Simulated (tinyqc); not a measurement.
The three schemes as the step is halved: finite-difference solution of the diffusion equation on a small grid. Computed by tinyqc, a small Python program. Command: `OMP_NUM_THREADS=1 python tinyqc.py 3021454 3021455 out.jsonl fdiff walk`. One thread of a shared host (Intel(R) Xeon(R) Processor @ 2.30GHz), about 0.01 s of CPU time with the checks.

dC/dt = D d2C/dx2 on nodes x_j = j dx, j = 0..7; the far end is sealed.

Inputs (values chosen for the exercise):
```
quantity           value              unit
diffusivity D         24            nm^2/s
grid spacing dx       25                nm
time step dt          12                 s
final time t_f       360                 s
surface value C_s     78  % of a reference
```

Boundary at x = 0: fixed surface value. Scheme: Crank-Nicolson.

start values C_j, j = 0, 1, ... (% of a reference): 0  0  0  0  0  0  0  0

Method:
- The operator M acts as (M C)_j = C_(j-1) - 2 C_j + C_(j+1); at the sealed far end a mirror node gives 2 C_(N-2) - 2 C_(N-1); at j = 0, C_0 is held at C_s from the start (row of zeros).
- r = D dt/dx^2.
- The mode of M with eigenvalue mu has its amplitude multiplied per step by g = (1 + (1 - theta) r mu)/(1 - theta r mu), with theta = 0 explicit, 1 implicit, 1/2 Crank-Nicolson; the explicit scheme is stable for r up to 2/|mu_min|.
- With r = D dt/dx^2: (1 - theta r M) C(new) = (1 + (1 - theta) r M) C(old); theta = 0 explicit, 1 implicit, 1/2 Crank-Nicolson.
- Each run reaches t_f in n equal steps; errors are the largest difference from exp(M D t_f/dx^2) C(0). A dash marks unstable explicit runs.

largest stable r of the explicit scheme = 0.506348

Largest error at t_f (%):
```
steps n      r  explicit  implicit  Crank-Nicolson
4        3.456         -    2.4284      3.1130e+00
8        1.728         -    1.2319      5.6823e-02
16       0.864         -    0.6294      8.1925e-03
32       0.432   0.33863    0.3197      2.0614e-03
64       0.216   0.16661    0.1617      5.1616e-04
128      0.108   0.08263    0.0814      1.2909e-04
256      0.054   0.04114    0.0409      3.2276e-05
```

From the last two rows, halving the step divides the error by 2.01 (explicit), 1.99 (implicit), 4.00 (Crank-Nicolson): a factor 2 marks first order in dt and 4 second order. The explicit scheme needs n of at least 28 to be stable; the other two are stable at any step.

Extremes, crossings and ranges named in words are read from the listed rows.
